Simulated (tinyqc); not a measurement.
Inside a calculation. Model: Monte Carlo simulation of one carrier in a uniform electric field. Computed by tinyqc, a small Python program that keeps every step. Command: `OMP_NUM_THREADS=1 python tinyqc.py 3024584 3024585 out.jsonl mcfl walk`. One thread of a shared host (Intel(R) Xeon(R) Processor @ 2.30GHz), about 1 s of CPU time with the checks. Intermediate numbers are printed to about 6 digits and carried at full precision; extremes and crossings named in words are read from the listed rows.

The force e F acts along +z. Flights end at the constant total rate Gamma; the part of Gamma that the real rates do not fill is self-scattering, which leaves k unchanged. One valley, no impurities; equivalent final valleys enter only through Z_f in the optical rate.

Inputs (values chosen for the exercise, modelled on electrons in diamond):
```
quantity                                             value       unit
effective mass m                                     0.489        m_0
non-parabolicity alpha                                 0.2       1/eV
density rho                                           3515     kg/m^3
sound velocity v_l                                   17800        m/s
acoustic deformation potential D_A                     8.3         eV
phonon energy hbar w                                   141        meV
optical or intervalley deformation potential D_o         8  1e8 eV/cm
final valleys Z_f                                        5          -
lattice temperature T                                  400          K
electric field F                                        30      kV/cm
energy E_max up to which Gamma must cover the rates      1         eV
seed of the random numbers                            2592          -
```

Crystal: non-polar. Band: Kane.

starting wave vector (1/nm): -0.13  -0.11  0.069

Constants: k_B = 1.380649e-23 J/K; e = 1.602176634e-19 C; hbar = 1.054571817e-34 J s; m_0 = 9.1093837015e-31 kg; hbar = 6.582119569e-16 eV s; k_B = 8.617333262e-05 eV/K.

## Total rate Gamma

Kane band: hbar^2 k^2/(2 m) = E (1 + alpha E), speed v = hbar k/(m (1 + 2 alpha E)), states per spin, volume and energy g(E) = m k (1 + 2 alpha E)/(2 pi^2 hbar^2); overlap factors are set to 1. Masses are multiplied by m_0 and all formulas are in SI units. Phonon occupation N_q = 1/(exp(hbar w/(k_B T)) - 1). Acoustic deformation potential (elastic, equipartition, absorption and emission together): 1/tau = 2 pi k_B T D_A^2 g(E)/(hbar rho v_l^2). Optical or intervalley deformation potential: 1/tau = (pi Z_f D_o^2/(rho w)) [N_q g(E + hbar w) + (N_q + 1) g(E - hbar w)], with g = 0 below the band edge. Gamma is 1.05 times the largest total rate on the grid E = (j + 1/2) E_max/400, j = 0..399.

largest total rate = 40.6637 1e12/s

energy of the largest rate = 998.75 meV

Gamma = 42.6969 1e12/s

## Flight 1

Random numbers (0.02 to 0.98, from up to 60 sets tried for early real events), one row a flight:
```
       r1      r2      r3      r4
1  0.0906  0.9545  0.6554  0.4473
2  0.1799  0.8085  0.2177  0.3153
3  0.5066  0.6146  0.5306  0.3335
4  0.4186  0.7561  0.3171  0.1906
5  0.2723  0.6243  0.1783  0.4295
6  0.3962  0.1805  0.5235  0.5885
7  0.0585  0.1300  0.7927  0.1269
```

Flight: t = -ln(r1)/Gamma; k_z grows by e F t/hbar; E follows from the band; dz = (E_end - E_start)/(e F). Use row 1 of the random numbers.

flight time t = 56.2406 fs

k at the end of the flight (1/nm): -0.130000  -0.110000  0.325334

energy at the end = 10.4841 meV

displacement dz = 2.61833 nm

## Scattering event 1

Choice: with cumulative rates in the order acoustic, absorption, emission, the process is the first whose sum exceeds r2 Gamma; if none, self-scattering. Final state: E' = E, E + hbar w or E - hbar w gives k'. Isotropic processes: cos(theta) = 1 - 2 r3 from the z axis, phi = 2 pi r4, k' (sin theta cos phi, sin theta sin phi, cos theta).

cumulative rates (1e12/s): acoustic 0.390935, absorption 0.568546, emission 0.568546

r2 Gamma = 40.7542 1e12/s

Process chosen: self-scattering

k after event 1, the start of the next flight (1/nm): -0.130000  -0.110000  0.325334

## Flight 2

Use row 2 of the random numbers.

flight time t = 40.1751 fs

k at the end of the flight (1/nm): -0.130000  -0.110000  0.508444

energy at the end = 22.3019 meV

displacement dz = 3.93928 nm

## Scattering event 2

The formulas are those given above.

cumulative rates (1e12/s): acoustic 0.573537, absorption 0.758980, emission 0.758980

r2 Gamma = 34.5205 1e12/s

Process chosen: self-scattering

k after event 2, the start of the next flight (1/nm): -0.130000  -0.110000  0.508444

## All printed flights

Drift estimate: sum dz / sum t.

Flights:
```
flight   t (fs)  E at the end (meV)  dz (nm)          process  k_x (1/nm)  k_y (1/nm)  k_z (1/nm)
1       56.2406              10.484   2.6183  self-scattering       -0.13       -0.11     0.32533
2       40.1751              22.302   3.9393  self-scattering       -0.13       -0.11     0.50844
3       15.9270              28.402   2.0334  self-scattering       -0.13       -0.11     0.58104
4       20.3958              37.374   2.9907  self-scattering       -0.13       -0.11     0.67400
5       30.4671              53.175   5.2669  self-scattering       -0.13       -0.11     0.81286
6       21.6839              66.145   4.3233  self-scattering       -0.13       -0.11     0.91169
7       66.4855             114.598  16.1510  self-scattering       -0.13       -0.11     1.21472
```

drift estimate from these flights = 148475 m/s

7 of the 7 flights end in self-scattering. So few flights say little about the drift velocity: the estimate is noise at this length.

## Low-field mobility from the linear Boltzmann equation

On the grid E_j = (j + 1/2) hbar w/12 up to 20 k_B T + 2 hbar w, solve (sum of rates) l(E) = v(E); mu_0 = e sum g v l exp(-E/k_B T)/(3 k_B T sum g exp(-E/k_B T)).

low-field mobility mu_0 = 2702.43 cm^2/(V s)

## Long runs: velocity against field

Each row: 250 carriers from a thermal start, 1600 flights each, the first half discarded, random numbers not printed; the error is the standard error over ten groups; the mean energy is taken at the ends of flights, which sample time evenly. Fields at which more than 0.02 % of the events exceed Gamma are left out.

Monte Carlo results:
```
F (kV/cm)  drift velocity (1e5 m/s)  error (1e5 m/s)  mu_0 F (1e5 m/s)  mean energy (meV)  real events (%)
7.5                           0.874           0.0130           2.02682               83.9             4.71
15.0                          1.090           0.0099           4.05364              103.0             6.72
30.0                          1.290           0.0078           8.10729              139.0            11.10
```

At the lowest field the drift velocity is 0.43 +/- 0.01 of the ohmic value mu_0 F, at the highest 0.16 +/- 0.00. The mean energy goes from 84 to 139 meV against the parabolic-band thermal value 3 k_B T/2 = 52 meV: the carriers heat, more of them reach the emission threshold, where they lose momentum, and the curve bends below the ohmic line. Only 5 to 11 % of the events are real; the rest is the price of a constant Gamma. Where hbar w is several k_B T, energy relaxes slowly and the low-field energies may still be drifting.

Checks made by the program: energy gained in the printed flights against e F dz (relative difference below 1e-10).
